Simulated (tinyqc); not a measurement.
# The trial binding against the radius

Model: donor or exciton in a quantum well (variational effective-mass method). Computed by tinyqc, a small Python program. Command: `OMP_NUM_THREADS=1 python tinyqc.py 3003603 3003604 out.jsonl welldonor sweep`. One thread of a shared host (Intel(R) Xeon(R) Processor @ 2.30GHz), about 0.03 s of CPU time with the checks.

Electron and hole in their lowest subbands f(z) = cos(pi z/L); relative in-plane motion exp(-rho/lambda) (separable trial function), H = -nabla_rho^2 - 2/sqrt(rho^2 + (z_e - z_h)^2) in effective units. Mass and screening are the same in well and barrier; l = L/a* is the width in effective units. Bands are flat: no polarisation or applied field.

Inputs (values chosen for the exercise, for a model semiconductor):

| quantity | value | unit |
|---|---|---|
| electron mass m | 0.149 | m_0 |
| dielectric constant eps | 10.3 | - |
| well width L | 1.5 | nm |
| in-plane hole mass m_h | 0.274 | m_0 |

Centre: exciton. Barriers: infinite.

Constants: Ry = 13.605693123 eV; a_0 = 0.529177210903 angstrom.

Method:
- mu = m m_h/(m + m_h) takes the place of m; Ry* = Ry m/eps^2, a* = a_0 eps/m; l = L/a*.
- k = pi/l; f = cos(k z) inside and zero outside.
- Binding E_b(lambda) = -1/lambda^2 + (8/lambda^2) int_0^l P(z) g(z) dz, with P(z) = (2/l) [(1 - z/l)(1 + cos(2 pi z/l)/2) + (3/(4 pi)) sin(2 pi z/l)] the distribution of |z_e - z_h| and g(z) = int_z^infinity exp(-2 sqrt(r^2 - z^2)/lambda) dr = int_0^infinity exp(-2 rho/lambda) rho/sqrt(rho^2 + z^2) d rho; 40 Gauss-Legendre points in z and 40 in t with rho = lambda t/(1 - t).

One run for each value:

| trial radius lambda (a*) | E_b(lambda) (Ry*) | int P g dz (a*) |
|---|---|---|
| 0.4 | 1.9425 | 0.16385 |
| 0.6 | 3.0026 | 0.26012 |
| 0.8 | 2.9097 | 0.35778 |
| 1.0 | 2.6492 | 0.45615 |
| 1.2 | 2.3885 | 0.55494 |
| 1.4 | 2.1592 | 0.65399 |
| 1.6 | 1.9632 | 0.75324 |
| 1.8 | 1.7966 | 0.85262 |
| 2.0 | 1.6542 | 0.95209 |

Describe and explain the trends.

Over the rows, E_b(lambda) (Ry*) goes from 1.94 through a maximum among these rows, 3.00 at 0.600, to 1.65; int P g dz (a*) rises from 0.164 to 0.952 (exponent d ln y / d ln x 1.1 between the first rows and 1.0 between the last). A small radius costs kinetic energy as 1/lambda^2 and a large one loses attraction.

Caution (all rows): so narrow a well has large confinement energy, where non-parabolicity and barrier penetration matter.

Extremes, crossings and ranges named in words are read from the listed rows.
